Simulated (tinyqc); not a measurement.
What each parameter does: deformation-potential model of the X valleys of a conduction band.

Valleys with axes along x, y and z, one whole valley each. Herring-Vogt shift of a valley with unit axis a: dE = Xd tr(e) + Xu a.e.a. Non-degenerate shares n_i = exp(-dE_i/kT)/sum_j exp(-dE_j/kT). Inverse mass tensor of a valley: (1 - a a)/mt + a a/ml; the masses are taken as independent of strain.

s11 = (C11 + C12)/((C11 - C12)(C11 + 2 C12)), s12 = -C12/((C11 - C12)(C11 + 2 C12)), s44 = 1/C44; exx = s11 sxx + s12 (syy + szz) and cyclic, exy = s44 sxy/2; tension is positive. A uniaxial stress X along the unit vector n is s_ij = X n_i n_j.

Constants: kB = 8.617333262e-05 eV/K.

Values chosen for the exercise (near those of AlAs; shifted at random, so the results belong to these values and not to a real crystal):
```
symbol  value           unit  meaning
ml      1.139           m0    longitudinal mass
mt      0.205           m0    transverse mass
Xd      1.03            eV    dilation potential
Xu      5.54            eV    uniaxial potential
C11     130.8           GPa
C12     52.5            GPa
C44     52.3            GPa
load    uniaxial [100]        kind of stress
X       1.38            GPa   stress
T       300             K     temperature
```

Spread of the valley edges, lowest edge, largest share and m_c along [110].

Results for these values:
```
case,spread (meV),lowest edge (meV),largest share,m_c (m0)
base,97.64,-15.71,0.4943,0.2586
```

What happens to each result for C44 = 41.84 GPa, all else kept?

Answer: spread does not change at the printed digits; lowest edge does not change at the printed digits; largest share does not change at the printed digits; m_c does not change at the printed digits.

The same for each parameter in turn:
```
case,spread (meV),lowest edge (meV),largest share,m_c (m0)
base,97.64,-15.71,0.4943,0.2586
ml = 1.367 m0,97.64,-15.71,0.4943,0.2611
mt = 0.246 m0,97.64,-15.71,0.4943,0.3068
Xd = 1.236 eV,97.64,-14.51,0.4943,0.2586
Xu = 6.648 eV,117.17,-20.06,0.4973,0.2582
C11 = 156.96 GPa,73.19,-9.24,0.4857,0.2598
C12 = 63 GPa,112.76,-22.13,0.4968,0.2583
C44 = 41.84 GPa,97.64,-15.71,0.4943,0.2586
X = 1.104 GPa,78.11,-12.57,0.4881,0.2595
T = 240 K,97.64,-15.71,0.4978,0.2582
```

Xd moves all valleys together, so it shifts the edge and nothing else.

tinyqc: `OMP_NUM_THREADS=1 python tinyqc.py 1081540 1081541 out.jsonl`; about 0.03 s, one thread, shared Intel(R) Xeon(R) Processor @ 2.30GHz.
